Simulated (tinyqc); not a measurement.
Grain growth, pinning, strength and diffusional creep of a polycrystal or thin film: one step, computed by the program tinyqc. Command: `OMP_NUM_THREADS=1 python tinyqc.py 3016014 3016015 out.jsonl grain walk`. One thread of a shared host (Intel(R) Xeon(R) Processor @ 2.30GHz), about 0.01 s of CPU time with the checks.

One mean grain size d describes the structure.

Question. Grain size after the anneal. dd/dt = 2 M gamma (1/d - 1/d_lim) integrates to 2 M gamma t = d_lim (d0 - d) + d_lim^2 ln[(d_lim - d0)/(d_lim - d)]; without pinning d^2 = d0^2 + 4 M gamma t.

Inputs (values chosen for the exercise, modelled on tungsten): boundary energy gamma = 1.2 J/m^2; anneal temperature T = 1595 K; anneal time t = 8400 s; initial grain size d0 = 39 nm.

mobility M = 8.885045e-20 m^4/(J s)

limit d_lim = 635.2743 nm

Give: size without pinning; grain size d.

Answer.

size without pinning = 71.44 nm

grain size d = 69.21 nm

Pinning holds d to 97 % of the free value.
